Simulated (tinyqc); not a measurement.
n-type polysilicon, carrier trapping at grain boundaries: two steps of the calculation.

One-dimensional grains of size Lg, uniform ionised doping N, monovalent traps Qt at each boundary at a depth Et below (for electrons) or above (for holes) the band edge there, abrupt depletion of width W on each side of a boundary, Boltzmann statistics. xi is the distance from the band edge at the grain centre to the Fermi level. Trapped charge Qt/(1 + exp((xi + VB - Et)/Vt)) = 2 N W, barrier VB = q N W^2/(2 eps0 eps_r).

Inputs (values chosen for the exercise); values of the order met in polycrystalline silicon: temperature T = 350 K; relative permittivity eps_r = 11.7; conduction-band density of states at T NB = 3.53e19 cm^-3; grain size Lg = 140 nm; trap density of a grain boundary Qt = 6.4e11 cm^-2; depth of the trap level from the majority band edge at the boundary Et = 0.44 eV; doping N = 1e17 cm^-3.

Constants: q = 1.602176634e-19 C, kB = 1.380649e-23 J/K, Vt = kB T/q, eps0 = 8.8541878128e-14 F/cm where lengths are in cm. Results are converted to the units shown.

Task 1. New W. Partly depleted grain, xi = Vt ln(NB/N): f = 1/(1 + exp((xi + VB - Et)/Vt)), g = Qt f - 2 N W, g' = -2 Qt f (1 - f) VB/(W Vt) - 2 N, W(new) = W - g/g'.

W after iteration 1 = 31.947167 nm

Find: VB; f; g; g'; W after iteration 2.

Result 1.

VB = 0.07892 V
f = 0.9978
g = -3.680e8 cm^-2
g' = -2.023e10 cm^-2/nm
W after iteration 2 = 31.93 nm

Task 2. Depletion width, Fermi level and barrier. If the trap equation with xi = Vt ln(NB/N) has a root W < Lg/2, the grain is partly depleted; otherwise W = Lg/2 and the trap equation gives xi = Et - VB + Vt ln(Qt/(N Lg) - 1). N* = Qt/Lg.

Give: N*; W; xi; VB; share of traps filled.

Result 2.

N* = 4.571e16 cm^-3
W = 31.93 nm
xi = 0.1769 V
VB = 0.07883 V
share of traps filled = 0.9978

N is 2.19 N*, and the grain is partly depleted; VB = 2.61 Vt.

tinyqc, about 0.01 s, one thread, Intel Xeon 2.30GHz (shared host): `OMP_NUM_THREADS=1 python tinyqc.py 2830228 2830229 out.jsonl`
